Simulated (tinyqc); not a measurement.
Reverse leakage of an n+-p junction: diffusion, generation, trap-assisted and band-to-band tunnelling: one step of the calculation.

One-sided abrupt junction in the depletion approximation, x from the junction (0) to W on the p side, field F = F0 (1 - x/W). Flat quasi-Fermi levels, long p side. Traps generate through SRH with both lifetimes shortened by 1 + Gamma (Hurkx enhancement, form for moderate fields); band-to-band generation is local and needs a total bending above Eg.

Task. Field, scales and diffusion current. ni = sqrt(Nc Nv) exp(-Eg/(2 Vt)), Eg in volts; Vbi = Vt ln(Na Nd/ni^2); W = sqrt(2 eps0 eps_r (Vbi + VR)/(q Na)); F0 = 2 (Vbi + VR)/W; FG = sqrt(24 mt m0 (kB T)^3)/(q hbar); J_diff = q ni^2 sqrt(Dn/tau)(1 - exp(-VR/Vt))/Na.

Values chosen for this exercise; band and dielectric values close to those of silicon: temperature T = 300 K; band gap Eg = 1.1 eV; relative permittivity eps_r = 11.9; conduction-band density of states at T Nc = 2.75e19 cm^-3; valence-band density of states at T Nv = 2.67e19 cm^-3; acceptor density of the lighter side Na = 5.9e17 cm^-3; donor density of the heavier side Nd = 5e19 cm^-3; SRH lifetime of both carriers at zero field tau = 2e-6 s; tunnelling mass mt = 0.25 m0; electron diffusion coefficient on the lighter side Dn = 9 cm^2/s; reverse bias VR = 2 V.

Constants: q = 1.602176634e-19 C, kB = 1.380649e-23 J/K, hbar = 1.054571817e-34 J s, m0 = 9.1093837015e-31 kg, Vt = kB T/q, eps0 = 8.8541878128e-14 F/cm where lengths are in cm. Results are converted to the units shown.

Give: ni; Vbi; W; F0; FG; J_diff.

Result.

ni = 1.5607e10 cm^-3
Vbi = 1.0169 V
W = 82.009 nm
F0 = 735.75 kV/cm
FG = 368.84 kV/cm
J_diff = 1.4032e-13 A/cm^2

Range of the model: The n+ side is degenerate, so Vbi from Boltzmann statistics is only a guide.

Computed by the program tinyqc: `OMP_NUM_THREADS=1 python tinyqc.py 2290137 2290138 out.jsonl`, one thread of a shared Intel Xeon 2.30GHz, about 0.01 s for the whole run.
